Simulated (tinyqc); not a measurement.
Hubbard chain of 4 sites, step by step. One step of it, computed by the program tinyqc.

Task: Mean-field iteration 2. H(up) = T + U n(down), H(down) = T + U n(up); fill the lowest levels; n(new) = n + mixing (n(out) - n); E = tr T (rho up + rho down) + U sum n_up n_down of the output.

one-body matrix (hopping and site energies) (eV):
```
           1          2          3          4
1  -1.000000  -1.580000   0.000000   0.000000
2  -1.580000   0.860000  -1.580000   0.000000
3   0.000000  -1.580000   0.030000  -1.580000
4   0.000000   0.000000  -1.580000   0.900000
```

U = 5.700000 eV

electrons, up and down: 2  2

mixing = 1

n(up) after iteration 1: 1 0.940185, 2 0.123608, 3 0.855810, 4 0.080397

n(down) after iteration 1: 1 0.236210, 2 0.706250, 3 0.225211, 4 0.832330

Give: levels, up; levels, down; energy; n(up) after iteration 2; n(down) after iteration 2.

Result:

levels, up (eV): -0.3969  0.6266  5.4921  6.4683

levels, down (eV): 0.0971  1.1328  4.7700  6.1901

energy = -1.7613 eV

n(up) after iteration 2: 1 0.9274, 2 0.1500, 3 0.8452, 4 0.0774

n(down) after iteration 2: 1 0.1378, 2 0.7947, 3 0.1738, 4 0.8937
